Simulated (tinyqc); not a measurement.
Changing the hardness d/rho: rigid-ion and shell models of the dielectric response of an ionic crystal. Computed by tinyqc, a small Python program. Command: `OMP_NUM_THREADS=1 python tinyqc.py 3023489 3023490 out.jsonl shell sweep`. One thread of a shared host (Intel(R) Xeon(R) Processor @ 2.30GHz), about 0.01 s of CPU time with the checks.

Charges +Z and -Z; 6 nearest neighbours, Madelung constant M = 1.747565, volume per ion pair Omega = 2.000000 d^3. Energy per pair U = -M Z^2 e2/d + 6 A exp(-d/rho), e2 = e^2/(4 pi eps_0). In the shell model the anion is a core of charge Y - Z and a massless shell of charge -Y, joined by the spring k; the repulsion acts on the shell. Each ion feels the Lorentz field E + (4 pi/3) P (Gaussian units).

Inputs (values chosen for the exercise, for a model crystal): nearest-neighbour distance d = 2.91 angstrom; ionic charge Z = 2 e; cation mass = 168 u; anion mass = 16 u; shell charge size Y = 3 e; core-shell spring k = 35.3 eV/angstrom^2; cation polarisability alpha_+ = 0.62 angstrom^3.

Structure: rock salt.

Constants: e^2/(4 pi eps_0) = 14.39964548 eV angstrom; 1 eV/angstrom^3 = 160.2176634 GPa; nu for 1 eV/(angstrom^2 u) = 15.6333042 THz; 1 THz = 33.35640952 1/cm.

Method:
- Zero pressure fixes 6 A exp(-d/rho) = M Z^2 e2 rho/d^2. Then U = -(M Z^2 e2/d)(1 - rho/d), B = M Z^2 e2 (d/rho - 2)/(9 Omega d), and the spring of one sublattice against the other is R = (1/3) x (Laplacian of the repulsion summed over neighbours) = M Z^2 e2 (d/rho - 2)/(3 d^3), so R = 3 B Omega/d^2.
- Eliminating the shell gives the anion polarisability alpha_- = Y^2 e2/(k + R), the Szigeti charge Z_S = Z - Y R/(k + R) and the softened spring R' = k R/(k + R). With b = 4 pi (alpha_+ + alpha_-)/(3 Omega): eps_inf = (1 + 2b)/(1 - b) (Clausius-Mossotti); Born charge Z* = Z_S (eps_inf + 2)/3.
- mu lambda_TO = R' - (4 pi e2/(3 Omega)) Z_S^2/(1 - b); mu lambda_LO = mu lambda_TO + 4 pi e2 Z*^2/(eps_inf Omega); eps_s = eps_inf lambda_LO/lambda_TO.
- lambda in eV/(angstrom^2 u) gives the wavenumber 15.6333042 x 33.35640952 x sqrt(lambda); mu is the reduced mass.

One run for each value; columns: (1) hardness d/rho; (2) eps_s; (3) omega_TO (1/cm); (4) share of R' left after the dipole term; (5) bulk modulus B (GPa); (6) eps_inf; (7) omega_LO (1/cm):
```
(1)       (2)     (3)      (4)     (5)     (6)     (7)
6.62   20.320  139.91  0.19695   57.72  2.3958  407.44
7.36   10.404  198.83  0.35116   66.97  2.3558  417.84
8.10    7.281  241.31  0.46527   76.22  2.3184  427.66
8.83    5.768  274.88  0.55148   85.34  2.2837  436.84
9.57    4.854  303.46  0.62013   94.58  2.2505  445.68
10.30   4.257  327.82  0.67439  103.70  2.2197  453.98
11.00   3.846  348.43  0.71700  112.45  2.1918  461.57
11.80   3.497  369.41  0.75708  122.44  2.1617  469.85
```

What does the table show, and why?

Over the rows, eps_s falls from 20.3 to 3.50 (exponent d ln y / d ln x -6.3 between the first rows and -1.4 between the last); omega_TO (1/cm) rises from 140 to 369 (exponent d ln y / d ln x 3.3 between the first rows and 0.83 between the last); share of R' left after the dipole term rises from 0.197 to 0.757 (exponent d ln y / d ln x 5.5 between the first rows and 0.77 between the last). Softer repulsion leaves less spring against the dipole field: omega_TO drops and eps_s climbs towards a ferroelectric instability. Left out: 5.15, 5.89 (the rigid-ion TO mode is unstable).
